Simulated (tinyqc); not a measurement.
# Long-channel MOSFET, surface-potential model: effect of the temperature

n-channel transistor on a uniformly doped p-type body, gradual-channel approximation, constant mobility, Boltzmann statistics, full ionisation. Potentials are counted from the neutral body; V is the electron quasi-Fermi potential, Vsb at the source and Vsb + Vds at the drain. Charges are magnitudes per area.

Nc and Nv are given at 350 K and scale as (T/350 K)^1.5; Eg, Vfb and mu are held fixed. ni = sqrt(Nc Nv) exp(-Eg/(2 Vt)), Eg in volts; phiF = Vt ln(Na/ni); Cox = eps0 eox/tox; gamma = sqrt(2 q eps0 eps_r Na)/Cox. The surface potential psi at channel potential V solves Vgs + Vsb - Vfb - psi = gamma sqrt(G), G = psi - Vt + Vt exp((psi - 2 phiF - V)/Vt). Charge sheet: Qi = Cox gamma [sqrt(G) - sqrt(psi - Vt)]; I = mu (W/L) [integral of Qi dpsi from psi_0 to psi_L (drift) + Vt (Qi0 - QiL) (diffusion)], with psi_0 at V = Vsb and psi_L at V = Vsb + Vds. VT = Vfb + 2 phiF + gamma sqrt(2 phiF + Vsb), m = 1 + gamma/(2 sqrt(2 phiF + Vsb)). The swing is 20 mV/log10[I(VT - 0.14 V)/I(VT - 0.16 V)] of the charge-sheet current at the given Vds.

Values chosen for this exercise; material values close to those of 4H silicon carbide:

| symbol | value | unit | meaning |
|---|---|---|---|
| Eg | 3.27 | eV | band gap |
| eps_r | 9.57 |  | relative permittivity of the semiconductor |
| Nc | 2.13e19 | cm^-3 | conduction-band density of states at the reference temperature |
| Nv | 3.18e19 | cm^-3 | valence-band density of states at the reference temperature |
| Na | 9.6e17 | cm^-3 | acceptor density of the body |
| eox | 24.9 |  | relative permittivity of the gate insulator |
| tox | 89 | nm | insulator thickness |
| Vfb | -1.9 | V | flat-band voltage |
| mu | 150 | cm^2/(V s) | channel mobility |
| W | 2 | um | gate width |
| L | 2 | um | gate length |
| Vsb | 0 | V | source-body reverse bias |
| Vgs | 4.97 | V | gate-source voltage |
| Vds | 0.8 | V | drain-source voltage |

Constants: q = 1.602176634e-19 C, kB = 1.380649e-23 J/K, Vt = kB T/q, eps0 = 8.8541878128e-14 F/cm where lengths are in cm. Results are converted to the units shown.

The same in every row: gamma (V^0.5) = 2.061.

Effect of the temperature:

| T (K) | VT (V) | m | swing (mV/decade) | I at Vgs, Vds (uA) |
|---|---|---|---|---|
| 220 | 4.942 | 1.579 | 69.69 | 0.01947 |
| 250 | 4.907 | 1.581 | 79.46 | 0.04675 |
| 280 | 4.871 | 1.583 | 89.35 | 0.09181 |
| 310 | 4.834 | 1.585 | 99.37 | 0.1578 |
| 340 | 4.796 | 1.587 | 109.5 | 0.2475 |
| 370 | 4.756 | 1.590 | 119.8 | 0.3631 |
| 400 | 4.715 | 1.592 | 130.3 | 0.5066 |
| 430 | 4.674 | 1.595 | 140.9 | 0.6800 |

As T goes from 220 to 430 K, VT falls from 4.94 to 4.67 V, the swing rises from 69.7 to 141 mV a decade and the current rises from 0.0195 to 0.680 uA. The swing is 1.1 % above m Vt ln 10 in the first row and 3.6 % above it in the last. In every row acceptors of such wide-gap materials are deep, so full ionisation is an idealisation. In every row the mobility is held fixed, though a real channel mobility changes with T and would alter the trend of the current.

Numbers from tinyqc (`OMP_NUM_THREADS=1 python tinyqc.py 2360089 2360090 out.jsonl`; about 0.04 s on one thread of a shared Intel Xeon 2.30GHz).
